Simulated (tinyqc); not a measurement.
Virtual-crystal alloy A(1-x)B(x) in sp3s* tight binding, step by step. Values are carried at full precision from step to step, so a last printed digit may differ when a step is redone from the rounded ones.

Virtual crystal: a(x) = (1 - x) aA + x aB (Vegard); the six levels are averaged linearly; the seven couplings follow Harrison's rule, V(x) a(x)^2 = (1 - x) V_A aA^2 + x V_B aB^2. No spin-orbit coupling and no disorder. Gaps are measured from the top of the valence band at Gamma; the Delta value is the minimum on (kx,0,0) for kx from 0.5 to 1.

Inputs chosen for the exercise (A near a published set for Si, B for Ge; such sets place X and L only to about 0.5 eV; shifted at random, so the results belong to these values and not to a real crystal):
- aA = 5.431 angstrom (lattice constant of A)
- aB = 5.663 angstrom (of B)
- pA = (-4.204, 1.711, -4.204, 1.711, 6.666, 6.666, -8.284, 1.718, 4.572, 5.742, 5.742, 5.363, 5.363) eV (order Esa, Epa, Esc, Epc, Exa, Exc, Vss, Vxx, Vxy, Vsapc, Vscpa, Vxapc, Vpaxc)
- pB = (-5.903, 1.611, -5.903, 1.611, 6.392, 6.392, -6.754, 1.614, 4.89, 5.455, 5.455, 5.212, 5.212) eV (the same for B)
- x = 0.52 (fraction of B)

## Parameters of the alloy

Form a(x) and the thirteen parameters.

a(x) = 5.5516 angstrom

parameters (eV): Esa -5.0875, Epa 1.6590, Esc -5.0875, Epc 1.6590, Exa 6.5235, Exc 6.5235, Vss -7.4598, Vxx 1.6625, Vxy 4.7461, Vsapc 5.5892, Vscpa 5.5892, Vxapc 5.2836, Vpaxc 5.2836

Against a plain linear average the 1/a^2 rule changes Vss by +28.6 meV and Vxy by +8.7 meV.

## Levels at Gamma

The parameters stand in the order Esa, Epa, Esc, Epc, Exa, Exc, Vss, Vxx, Vxy, Vsapc, Vscpa, Vxapc, Vpaxc. At k = 0 the s levels are the roots of [[Esa, Vss], [Vss, Esc]] and the p levels those of [[Epa, Vxx], [Vxx, Epc]]; the direct gap runs from the lower p root to the lower of the two upper roots.

s roots (eV): -12.5473  2.3723

p roots (eV): -0.0035  3.3215

direct gap = 2.3758 eV

The lowest empty level at Gamma is s-like.

## The Hamiltonian at X

sp3s* tight binding, nearest neighbours only: anion (a) at 0, cation (c) at a/4 (1,1,1), orbitals s, px, py, pz, s* on each; k in units of 2 pi/a. With phases e_j = exp(i (pi/2) k.n_j) for n = (1,1,1), (1,-1,-1), (-1,1,-1), (-1,-1,1): g0 = (e1+e2+e3+e4)/4, g1 = (e1+e2-e3-e4)/4, g2 = (e1-e2+e3-e4)/4, g3 = (e1-e2-e3+e4)/4. The diagonal holds the levels Esa, Epa, Exa (s*) and Esc, Epc, Exc. Anion-cation block: <sa|sc> = Vss g0; <sa|xc> = Vsapc g1; <xa|sc> = -Vscpa g1; <xa|xc> = Vxx g0; <xa|yc> = <ya|xc> = Vxy g3, <xa|zc> = <za|xc> = Vxy g2, <ya|zc> = <za|yc> = Vxy g1; <s*a|xc> = Vxapc g1; <xa|s*c> = -Vpaxc g1; y and z take g2 and g3 in place of g1; s-s* and s*-s* vanish.

k = (1,0,0); parameters in the order Esa, Epa, Esc, Epc, Exa, Exc, Vss, Vxx, Vxy, Vsapc, Vscpa, Vxapc, Vpaxc.

g0, g1, g2, g3: 0.0000  1.0000i  0.0000  0.0000

H (eV), lower triangle (Hermitian):
```
           sa       xa        ya        za       s*a       sc      xc      yc      zc     s*c
sa    -5.0875
xa          0   1.6590
ya          0        0    1.6590
za          0        0         0    1.6590
s*a         0        0         0         0    6.5235
sc          0  5.5892i         0         0         0  -5.0875
xc   -5.5892i        0         0         0  -5.2836i        0  1.6590
yc          0        0         0  -4.7461i         0        0       0  1.6590
zc          0        0  -4.7461i         0         0        0       0       0  1.6590
s*c         0  5.2836i         0         0         0        0       0       0       0  6.5235
```

## Levels at X

Diagonalise H; four bands are filled. The top of the valence band is the lower p root at Gamma.

levels (eV): -8.7350  -8.7350  -3.0871  -3.0871  1.2660  1.2660  6.4051  6.4051  10.5641  10.5641

gap from the valence top to X = 1.2695 eV

## The three valleys

The same at Gamma, along Delta and at L.

gaps (eV): Gamma 2.3758, Delta 0.9837, L 1.5627

position of the Delta minimum = 0.770 2 pi/a

In this model the alloy is indirect, with its lowest valley at the Delta line and the next 579 meV above. The bowing from disorder and bond relaxation, left out here, lowers real gaps, by tenths of an eV in badly matched pairs.

## Checks

- Direct gap from the blocks against the full matrix: both 2.37577.

(tinyqc, `OMP_NUM_THREADS=1 python tinyqc.py 1482279 1482280 out.jsonl`, Intel(R) Xeon(R) Processor @ 2.30GHz, 1 thread, shared host, about 0.1 s.)
